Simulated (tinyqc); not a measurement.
What each parameter does: thin-body film or fin with hard walls, valleys of the Si type.

Six ellipsoidal valleys with their long axes along the cube axes, mass ml along the axis and mt across it. For a valley whose axis makes the angle theta with the surface normal, 1/m_z = cos^2(theta)/ml + sin^2(theta)/mt sets the confinement; in the plane the masses are m_1 = mt and m_2 = ml mt/m_z, and m_d = sqrt(m_1 m_2).

A film of thickness t between hard walls, flat band inside: E_n = c (n pi/t)^2/m_z above the bulk edge, c = hbar^2/2m0. Without degeneracy the sheet density is N2 exp((EF - Ec)/kB T) with N2 = sum_i g m_d/(2 pi c) kB T exp(-E_i/kB T) over n = 1 to 40 of each group; a classical film has t Nc with Nc = 2 g_all (m_dos kB T/(4 pi c))^(3/2), m_dos = (ml mt^2)^(1/3). The threshold shift is dVt = kB T ln(t Nc/N2).

Constants: hbar^2/2m0 = 3.80998211 eV angstrom^2; kB = 8.617333262e-05 eV/K.

Inputs chosen for the exercise (near those of Si; not measured data):
- ml = 0.906 m0 (longitudinal mass)
- mt = 0.187 m0 (transverse mass)
- face = 111 (face of the film or side wall of the fin)
- T = 300 K (temperature)
- t = 40 angstrom (body thickness)
- g_all = 6 (number of valleys)

E1 is the lowest level, and the share is that of its group in N2.

One parameter was then changed.

Results before and after:

| case | E1 (eV) | share (%) | dVt (mV) | Nc (1e19/cm^3) |
|---|---|---|---|---|
| base | 0.0924 | 100.0 | 72.8 | 2.680 |
| changed | 0.1019 | 100.0 | 81.1 | 2.408 |

Which of these changes was made? (a) mt = 0.168 m0; (b) t = 46 angstrom; (c) T = 270 K; (d) ml = 0.815 m0.
Answer: (a) mt = 0.168 m0. Of the candidates, run in turn, only this one gives the changed row.

All candidates:

| case | E1 (eV) | share (%) | dVt (mV) | Nc (1e19/cm^3) |
|---|---|---|---|---|
| base | 0.0924 | 100.0 | 72.8 | 2.680 |
| t = 46 angstrom | 0.0699 | 100.0 | 53.9 | 2.680 |
| T = 270 K | 0.0924 | 100.0 | 73.6 | 2.288 |
| ml = 0.815 m0 | 0.0934 | 100.0 | 73.7 | 2.542 |
| mt = 0.168 m0 | 0.1019 | 100.0 | 81.1 | 2.408 |

Computed by tinyqc, a small Python program: `OMP_NUM_THREADS=1 python tinyqc.py 1281030 1281031 out.jsonl` (the numbers bound the seed that draws the inputs); one thread of a shared host (Intel(R) Xeon(R) Processor @ 2.30GHz), about 0.01 s for the whole set of steps.
